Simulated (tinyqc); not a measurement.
Single-domain magnet: Stoner-Wohlfarth switching, Neel-Arrhenius retention, LLG dynamics and spin torque: one step, computed by the program tinyqc. Command: `OMP_NUM_THREADS=1 python tinyqc.py 3026677 3026678 out.jsonl macro walk`. One thread of a shared host (Intel(R) Xeon(R) Processor @ 2.30GHz), about 0.03 s of CPU time with the checks.

The moment is uniform, with unit vector m; z is the easy axis. mu_0 = 1.25663706212e-6 T m/A, gamma = 1.76085963023e11 rad/(s T).

Problem. Retention at zero field. Delta = K_eff V/(k_B T); tau = exp(Delta)/f0; probability of a flip within t_w: P = 1 - exp(-t_w/tau). Wall width parameter sqrt(A/K_eff); a two-domain state costs 4 sqrt(A K_eff) times the cross-section that the wall cuts (d t).

Inputs (values chosen for the exercise, for a model magnet):
```
quantity              value  unit
diameter d               36    nm
thickness t             1.3    nm
exchange stiffness A     22  pJ/m
temperature T           398     K
attempt frequency f0      2   GHz
waiting time t_w        100     s
```

Shape: thin disc, easy axis normal to it.

K_eff = 353.5535 kJ/m^3

volume V = 1323.239 nm^3

Constants: k_B = 1.380649e-23 J/K.

Give: stability factor Delta; log10 of tau in s; probability of a flip; wall parameter; barrier of the wall path / k_B T.

Solution.

stability factor Delta = 85.139

log10 of tau in s = 27.674

probability of a flip = 2.1172e-26

wall parameter = 7.8883 nm

barrier of the wall path / k_B T = 95.012

Ten years (3.15e8 s) need Delta > 41.0 for tau alone; this element has 85.1. Coherent rotation is the cheaper path. Caution: a flat cylinder has a smaller N_z than the spheroid of the same t/d, so K_eff of a real disc is larger.
